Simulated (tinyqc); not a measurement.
Error of each scheme against the width: smearing for a one-band metal on the fcc lattice.

Lattice vectors (units of a): a1 = (0, 1/2, 1/2), a2 = (1/2, 0, 1/2), a3 = (1/2, 1/2, 0). E(k) = -t A_1(k) - t2 A_2(k), A_m the sum of cos(k . R) over the 12 nearest and 6 second lattice vectors. Mesh k = sum (j_i/N) b_i, j_i = 0 .. N-1.

With x = (E_k - mu)/sigma: Fermi-Dirac f = 1/(1 + exp(x)), s = -f ln f - (1 - f) ln(1 - f); Gaussian f = erfc(x)/2, s = exp(-x^2)/(2 sqrt(pi)); Methfessel-Paxton (first order) f = erfc(x)/2 - x exp(-x^2)/(2 sqrt(pi)), s = (1 - 2 x^2) exp(-x^2)/(4 sqrt(pi)); cold (Marzari-Vanderbilt) with y = x + 1/sqrt(2), f = erfc(y)/2 + exp(-y^2)/sqrt(2 pi), s = y exp(-y^2)/sqrt(2 pi). With weights w = points/N^d (d the dimension), mu solves 2 sum w f = ne; E = 2 sum w f E_k, S = 2 sum w s, F = E - sigma S.

Parameters, chosen for this exercise: t = 0.87 eV (nearest hopping); t2 = -0.25 eV (second hopping); ne = 1.43 (electrons per cell).

All on the dense mesh N = 40. The reference is F of first-order Methfessel-Paxton smearing with sigma = 0.05 t on the mesh N = 40; it moves by 0.08 meV on the mesh N = 50; in three dimensions such meshes can agree by chance and the reference may be off by about 1 meV, so smaller errors are not resolved.

Errors (meV per cell):

| sigma (eV) | FD F | FD (E+F)/2 | Gauss F | Gauss (E+F)/2 | MP F | cold F |
|---|---|---|---|---|---|---|
| 0.087 | -3.05 | -0.03 | -0.47 | 0.00 | 0.00 | 0.01 |
| 0.131 | -6.83 | -0.04 | -1.06 | -0.01 | -0.01 | -0.02 |
| 0.174 | -12.11 | -0.03 | -1.87 | -0.02 | -0.02 | -0.06 |
| 0.261 | -27.22 | -0.03 | -4.17 | -0.04 | -0.04 | -0.08 |
| 0.348 | -48.34 | -0.16 | -7.38 | -0.04 | -0.04 | -0.09 |
| 0.522 | -107.88 | -2.13 | -16.55 | -0.03 | -0.03 | -0.20 |
| 0.696 | -188.35 | -8.48 | -29.41 | -0.01 | 0.00 | -0.40 |

reference = -1.92969 eV

Doubling sigma from 0.174 to 0.348 eV multiplies the error of F by 4.0 (Fermi-Dirac) and 3.9 (Gaussian); a pure sigma^2 term would give 4. At the smallest width Fermi-Dirac errs 6.5 times as much as Gaussian, against 2 pi^2/3 = 6.6 for the ratio of the sigma^2 terms at equal sigma. At the largest width the sizes of the errors rank MP F 0.0, Gauss (E+F)/2 0.0, cold F 0.4, FD (E+F)/2 8.5, Gauss F 29.4, FD F 188.4 meV; below about 1 meV this order, and the ratios at the smallest width, carry the noise of the mesh.

Run: tinyqc, `OMP_NUM_THREADS=1 python tinyqc.py 1650849 1650850 out.jsonl`; Intel(R) Xeon(R) Processor @ 2.30GHz, one thread, shared host; about 0.2 s of CPU time with all checks.
